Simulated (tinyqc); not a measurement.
Size of the test strain: deformation potentials from a strained empirical pseudopotential.

Diamond lattice, no spin-orbit coupling. Atomic form factor V(q) = a1 (q^2 - a2)/(a3 exp(a4 q^2) - 1) in rydberg with q in 1/bohr, for the unstrained cell. Under a strain e the reciprocal vectors and k go over into (1 + e)^(-1) G, the atoms sit at +/- tau with tau = (1 + e) a (1,1,1)/8 - zeta a (eyz, ezx, exy)/4, and H(G,G') = c |k + G|^2 delta + (V(q)/det(1 + e)) cos(q.tau), q = G - G', with the term q = 0 left out; c = hbar^2/2m0. The basis is fixed before straining: all G with |k + G|^2 up to 16 (2 pi/a)^2. k is given in units of 2 pi/a of the unstrained cell.

Constants: hbar^2/2m0 = 3.80998211 eV angstrom^2; Ry = 13.60569312 eV; a0 (Bohr radius) = 0.5291772105 angstrom.

Inputs chosen for the exercise (out of a larger set: a germanium-sized cell with gaps well above those of Ge; not measured data):
- a = 5.649 angstrom (lattice constant)
- A = (0.399, 2.406, 2.058, 0.454) (a1 (Ry bohr^2), a2 (1/bohr^2), a3, a4 (bohr^2))
- kD = 0.82 2 pi/a (position of the Delta minimum)

e = diag(-h/2, -h/2, h). Xu = [E(Delta z) - E(Delta x)]/(1.5 h) at fixed kD, b = [E(Z) - E(X, Y)]/(4.5 h); one-sided from +h alone, central from +h and -h.

Results (eV):

| h | Xu one-sided | Xu central | b one-sided | b central |
|---|---|---|---|---|
| 0.0010 | 7.823 | 7.826 | -2.982 | -2.979 |
| 0.0025 | 7.819 | 7.827 | -2.987 | -2.979 |
| 0.0050 | 7.811 | 7.827 | -2.996 | -2.979 |
| 0.0100 | 7.796 | 7.827 | -3.012 | -2.979 |
| 0.0200 | 7.767 | 7.831 | -3.046 | -2.979 |
| 0.0300 | 7.740 | 7.836 | -3.080 | -2.980 |

From h = 0.001 to 0.03 the one-sided Xu drifts by -0.084 eV and the central one by +0.009 eV; for b the drifts are -0.098 and -0.001 eV. The central difference cancels the term of second order in the strain, so its error goes as h^2. At h = 0.02 the linear law errs by 0.8 % for the valley splitting and 2.3 % for the valence splitting.

Program tinyqc; command `OMP_NUM_THREADS=1 python tinyqc.py 1880586 1880587 out.jsonl`; about 0.2 s on one thread of a shared Intel(R) Xeon(R) Processor @ 2.30GHz.
